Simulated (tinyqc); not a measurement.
Telling the models apart: thermal, flicker and telegraph noise of a field-effect transistor. Computed by tinyqc, a small Python program. Command: `OMP_NUM_THREADS=1 python tinyqc.py 3014143 3014144 out.jsonl noise walk`. One thread of a shared host (Intel(R) Xeon(R) Processor @ 2.30GHz), about 0.01 s of CPU time with the checks.

Strong inversion, threshold roll-off and channel-length modulation left out; noise sources are uncorrelated and are given as one-sided spectral densities.

Inputs (values chosen for the exercise, modelled on a silicon n-channel):

| quantity | value | unit |
|---|---|---|
| width W | 180 | micrometre |
| length L | 2800 | nm |
| electrical oxide thickness t | 2.9 | nm |
| mobility mu | 200 | cm^2/(V s) |
| saturation velocity v_s | 1 | 1e7 cm/s |
| oxide trap density N_t | 1.9e+18 | 1/(eV cm^3) |
| oxide barrier phi | 2.3 | eV |
| oxide mass m_ox | 0.32 | m_0 |
| frequency f | 10 | Hz |
| temperature T | 200 | K |

Operating region: saturation. Flicker model: number fluctuation.

Constants: eps_0 = 8.8541878128e-12 F/m; hbar = 1.054571817e-34 J s; m_0 = 9.1093837015e-31 kg; e = 1.602176634e-19 C; k_B = 8.617333262e-05 eV/K.

Method. C_ox = 3.9 eps_0/t; V_c = 2 v_s L/mu; I = W C_ox v_s V_ov^2/(V_ov + V_c); g_m = W C_ox v_s V_ov (V_ov + 2 V_c)/(V_ov + V_c)^2; g_d0 = mu C_ox (W/L) V_ov. Tunnelling length lambda = hbar/(2 sqrt(2 m_ox phi)); flat-band noise S_Vfb = e^2 k_B T lambda N_t/(W L C_ox^2 f). S_I = g_m^2 S_Vfb.

Against the overdrive:

| V_ov (V) | I (microampere) | (g_m/I)^2 (1/V^2) | S_I/I^2 (1/Hz) | S_I/g_m^2 (V^2/Hz) |
|---|---|---|---|---|
| 0.20 | 304.0 | 99.292 | 1.3287e-11 | 1.3382e-13 |
| 0.25 | 474.2 | 63.435 | 8.4886e-12 | 1.3382e-13 |
| 0.32 | 775.0 | 38.622 | 5.1683e-12 | 1.3382e-13 |
| 0.40 | 1207.5 | 24.649 | 3.2985e-12 | 1.3382e-13 |
| 0.50 | 1880.1 | 15.721 | 2.1037e-12 | 1.3382e-13 |
| 0.63 | 2971.3 | 9.858 | 1.3191e-12 | 1.3382e-13 |
| 0.80 | 4762.9 | 6.078 | 8.1328e-13 | 1.3382e-13 |
| 1.00 | 7390.8 | 3.863 | 5.1697e-13 | 1.3382e-13 |

What follows from these numbers?

S_I/I^2 falls as V_ov^-2.01 at first and V_ov^-2.03 at the end; (g_m/I)^2 as V_ov^-2.01 and V_ov^-2.03. The two run parallel and the input-referred noise is flat: the mark of pure number fluctuation.
